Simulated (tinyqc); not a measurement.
Inside a calculation. Model: inversion-layer mobility, back-scattering and ballistic limit of a field-effect transistor. Computed by tinyqc, a small Python program that keeps every step. Command: `OMP_NUM_THREADS=1 python tinyqc.py 3031957 3031958 out.jsonl mos walk`. One thread of a shared host (Intel(R) Xeon(R) Processor @ 2.30GHz), about 0.01 s of CPU time with the checks. Intermediate numbers are printed to about 5 digits and carried at full precision; extremes and crossings named in words are read from the listed rows.

The charge at the top of the source barrier is fixed by the gate; series resistance and short-channel effects are left out. F_j are Fermi integrals normalised to exp(eta) in the classical limit.

Inputs (values chosen for the exercise, modelled on a silicon n-channel): transport mass m = 0.19 m_0; valley degeneracy g_v = 2; weight w of the inversion charge = 0.5; permittivity eps = 11.7; phonon mobility at 1 MV/cm and 300 K, mu_ph = 320 cm^2/(V s); roughness mobility at 1 MV/cm, mu_sr = 1800 cm^2/(V s); Coulomb mobility at N_inv = 1e12/cm^2, mu_C = 1200 cm^2/(V s); electrical oxide thickness t_inv = 2.7 nm; depletion charge N_dep = 2.8e+12 1/cm^2; gate overdrive V_G - V_T = 0.68 V; drain voltage V_D = 0.92 V; channel length L = 470 nm; exponent a of the critical length = 0.68; temperature T = 200 K.

Statistics at the top of the barrier: Fermi-Dirac.

Constants: eps_0 = 8.8541878128e-12 F/m; e = 1.602176634e-19 C; m_0 = 9.1093837015e-31 kg; k_B = 1.380649e-23 J/K; hbar = 1.054571817e-34 J s; k_B = 8.617333262e-05 eV/K.

## Charge and field

N_inv = 3.9 eps_0 (V_G - V_T)/(e t_inv); effective field E_eff = e (N_dep + w N_inv)/(eps eps_0).

inversion density N_inv = 5.4281e+12 1/cm^2

effective field E_eff = 0.85280 MV/cm

## Effective mobility

mu_phonon = mu_ph (E_eff/1 MV/cm)^(-0.3) (T/300 K)^(-1.75); mu_rough = mu_sr (E_eff/1 MV/cm)^(-2); mu_Coulomb = mu_C (N_inv/1e12 cm^-2) (T/300 K); Matthiessen's rule adds 1/mu.

phonon part = 682.43 cm^2/(V s)

roughness part = 2475.0 cm^2/(V s)

Coulomb part = 4342.5 cm^2/(V s)

effective mobility mu = 476.26 cm^2/(V s)

The phonon part is the lowest and holds 70 % of 1/mu.

## Ballistic limit

F_j(eta) = (1/Gamma(j + 1)) int_0^infinity x^j/(1 + exp(x - eta)) dx, F_0 = ln(1 + exp(eta)). Integrals over x = E/(k_B T) use 160 Gauss-Legendre points in u = sqrt(x) from 0 to sqrt(max(eta, 0) + 32). Ballistic channel: N_2D = g_v m k_B T/(pi hbar^2), U = e V_D/(k_B T); eta_F solves N_inv = (N_2D/2)[F_0(eta_F) + F_0(eta_F - U)]; v_T = sqrt(2 k_B T/(pi m)); I/W = e (N_2D/2) v_T [F_1/2(eta_F) - F_1/2(eta_F - U)]; injection velocity v_T F_1/2(eta_F)/F_0(eta_F).

N_2D = 2.7358e+12 1/cm^2

eta_F = 3.9491

thermal velocity v_T = 1.0078 1e7 cm/s

injection velocity = 1.6256 1e7 cm/s

ballistic current I/W = 1413.7 microampere/micrometre

Degeneracy raises the injection velocity by a factor 1.61.

## Back-scattering

Mean free path lambda = (2 k_B T/e)(mu/v_T) F_0(eta_0)/F_-1/2(eta_0), with eta_0 from N_inv = N_2D F_0(eta_0); critical length l = L (1 + U)^(-a), an empirical rule; back-scattering r = l/(l + lambda). Then eta solves N_inv = (N_2D/2)[(1 + r) F_0(eta) + (1 - r) F_0(eta - U)] and I/W = e (N_2D/2) v_T (1 - r)[F_1/2(eta) - F_1/2(eta - U)]. Ballistic ratio: I over the ballistic current. Apparent mobility 1/(1/mu + 1/mu_B), mu_B = mu L/lambda.

eta_0 = 1.8362

mean free path lambda = 23.167 nm

critical length l = 31.045 nm

back-scattering coefficient r = 0.57266

current I/W = 331.02 microampere/micrometre

ballistic ratio = 0.23415

apparent low-field mobility = 453.89 cm^2/(V s)

L/lambda = 20.29, but at this drain voltage only the first 31.0 nm can return a carrier to the source, so the device works at 23 % of its ballistic limit. Caution: the current exceeds the long-channel drift law, so the empirical rule for l, meant for short channels, is too generous here.

## Channel length

The last column is the long-channel law e N_inv mu V/L with V = V_D - V_D^2/(2 V_ov) below pinch-off and V_ov/2 above, V_ov = V_G - V_T.

Currents (microampere/micrometre):
```
L (nm)        r     I/W  ballistic ratio  long-channel law
5       0.01406  1367.5          0.96727             28165
10      0.02772  1324.0          0.93656             14083
20      0.05395  1244.8          0.88050              7041
40      0.10237  1111.2          0.78600              3521
80      0.18573   913.7          0.64633              1760
160     0.31328   672.7          0.47583               880
400     0.53282   374.0          0.26458               352
1000    0.74034   176.8          0.12503               141
```

The current scales as L^-0.82 at the long end and as L^-0.05 at the short end, where it reaches 97 % of the ballistic 1410. The long-channel law passes the ballistic limit between 80.0 and 160 nm and has no meaning below. At 1000 nm the model gives 1.26 times the long-channel law; the rule for l is a fit for short devices and fails wherever the model exceeds that law. Raising mu by 10 % at 20 nm raises I by 1.1 %.

## The mobility curve

The formulas are those given above.

Mobilities (cm^2/(V s)):
```
V_G - V_T (V)  N_inv (1/cm^2)  E_eff (MV/cm)  phonon  roughness  Coulomb   total
0.03               2.3948e+11         0.4516  825.84     8827.4    191.6  152.81
0.06               4.7895e+11         0.4701  815.94     8145.6    383.2  252.64
0.12               9.5790e+11         0.5071  797.58     6999.2    766.3  370.15
0.20               1.5965e+12         0.5565  775.66     5812.2   1277.2  445.58
0.35               2.7939e+12         0.6491  740.66     4272.2   2235.1  492.22
0.50               3.9913e+12         0.7417  711.61     3272.1   3193.0  494.06
0.75               5.9869e+12         0.8960  672.38     2242.1   4789.5  466.84
1.00               7.9825e+12         1.0503  641.08     1631.6   6386.0  429.31
1.50               1.1974e+13         1.3590  593.40      974.7   9579.0  355.16
```

The lowest part is Coulomb from 0.0300 to 0.120, phonon from 0.200 to 1.50 V. The total peaks at 494 near E_eff = 0.74 MV/cm: screening lifts it at low density and the field presses it down at high density.

Checks made by the program: long channel and small V_D against the drift formula e N mu V_D/L (relative difference 3e-04).
